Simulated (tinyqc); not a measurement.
Parabolic quantum dot in a magnetic field (Fock-Darwin): sweeps and comparisons. A value that a table varies takes the place of the one given here.

Two dimensions, V = m w0^2 r^2/2, one valley. hbar wc = 2 muB B/m, W = sqrt(w0^2 + wc^2/4), E(n, l, s) = (2n + |l| + 1) hbar W - l hbar wc/2 + s gs muB B, n = 0, 1, ..., l = 0, +/-1, ..., s = +/-1/2; length lam = sqrt(2c/(m hbar W)), c = hbar^2/2m0.

Two electrons, first order in the Coulomb energy: the singlet (0,0)^2 has 2W + J0 and the lowest triplet (0,0)(0,1) has 3W - wc/2 + J0/2 - Ez, with J0 = sqrt(pi/2) q/(eps lam), q = e^2/(4 pi eps0), Ez = |gs| muB B.

Exact treatment: the centre of mass separates with energy W, and the relative motion obeys [-(2c/m) Laplacian + (2c/m) r^2/(2 lam^2)^2 + q/(eps r)] psi = e_l psi for angular number l, solved in 14 Gaussians r^l exp(-a r^2), a = 1.7^i/(4 lam^2), i = -3 to 10. E(S) = W + e_0, E(T) = W + e_1 - wc/2 - Ez.

Constants: muB = 5.788381798e-05 eV/T; hbar^2/2m0 = 3.80998211 eV angstrom^2; e^2/(4 pi eps0) = 14.39964547 eV angstrom.

Parameters, chosen for this exercise (near those of a gate-defined dot in GaAs; shifted at random, so the results belong to these values and not to a real crystal): m = 0.0689 m0 (mass); gs = -0.44 (g factor); w0 = 1.2 meV (confinement energy hbar w0); Bs = (0, 0.18, 0.36, 0.57, 0.86, 1.3, 1.9) T (fields); eps = 12.6 (dielectric constant); B = 1.02 T (magnetic field).

## Levels against field

Six orbital levels without the Zeeman term.

Levels (meV):
```
B (T)  (0,0)  (0,1)  (0,-1)  (0,2)  (1,0)  (0,3)
0      1.200  2.400   2.400  3.600  3.600  4.800
0.18   1.209  2.268   2.570  3.326  3.628  4.384
0.36   1.238  2.173   2.777  3.108  3.713  4.043
0.57   1.292  2.105   3.063  2.918  3.876  3.731
0.86   1.401  2.079   3.524  2.757  4.202  3.435
1.3    1.623  2.153   4.337  2.683  4.868  3.214
1.9    1.997  2.398   5.590  2.798  5.991  3.199
```

What can be read from the table?

(0,2) crosses (0,-1) where W = 3 wc/2, that is wc = w0/sqrt(2), B = 0.51 T, and (0,3) crosses it at W = wc, B = 0.82 T. States with n = 0 and l >= 0 draw together into the lowest Landau level: their spacing W - wc/2 shrinks from 1.20 to 0.40 meV, while (0,-1) climbs to 3.59 meV above (0,0).

## Singlet against triplet in a field

For each field, first order and exact.

Energies (meV):
```
B (T)     J0  W - wc/2     Ez  E(T) - E(S), first order  exact
0      4.718     1.200  0.000                    -1.159   0.38
0.18   4.737     1.058  0.005                    -1.315   0.23
0.36   4.791     0.935  0.009                    -1.470   0.09
0.57   4.896     0.813  0.015                    -1.649  -0.07
0.86   5.097     0.678  0.022                    -1.892  -0.27
1.3    5.486     0.530  0.033                    -2.246  -0.56
1.9    6.086     0.401  0.048                    -2.691  -0.90
```

What does this show, and why?

Exactly, the triplet drops below the singlet between 0.36 and 0.57 T. First order has the triplet lower even at zero field, which the exact solution forbids; with J0/W = 3.93 at zero field it misses the splitting there by 1.54 meV. From the first row to the last the orbital cost falls by 0.80 meV, the Coulomb gain J0/2 (half direct, half exchange) grows by 0.68 meV and the Zeeman gain by 0.05 meV. States of higher angular number, which take over at higher fields, in soft dots already within such a table, are left out.

## What each parameter does

The two modes W +/- wc/2, lam and the exact E(T) - E(S), with q = e^2/(4 pi eps0) and Ez = |gs| muB B. Each row changes one parameter from the base and keeps the others.

Results:
```
case           upper mode (meV)  lower mode (meV)  lam (angstrom)  E(T) - E(S) (meV)
base                      2.331             0.618           273.9              -0.38
B = 1.53 T                3.044             0.473           250.8              -0.69
w0 = 1.5 meV              2.584             0.871           253.0              -0.26
m = 0.0792 m0             2.158             0.667           261.0              -0.32
gs = -0.66                2.331             0.618           273.9              -0.39
eps = 10.7                2.331             0.618           273.9              -0.43
```

How do the results move?

The largest shifts from the base row, up to three for each result and ties (the steps differ in size, so this ranks the rows, not the parameters). upper mode (meV): B +0.712, w0 +0.253, m -0.173; unchanged at the printed digits by gs and eps. lower mode (meV): w0 +0.253, B -0.145, m +0.050; unchanged at the printed digits by gs and eps. lam (angstrom): B -23.1, w0 -20.8, m -12.9; unchanged at the printed digits by gs and eps. E(T) - E(S) (meV): B -0.31, w0 +0.12, m +0.06.

(tinyqc, `OMP_NUM_THREADS=1 python tinyqc.py 1282741 1282742 out.jsonl`, Intel(R) Xeon(R) Processor @ 2.30GHz, 1 thread, shared host, about 0.07 s.)
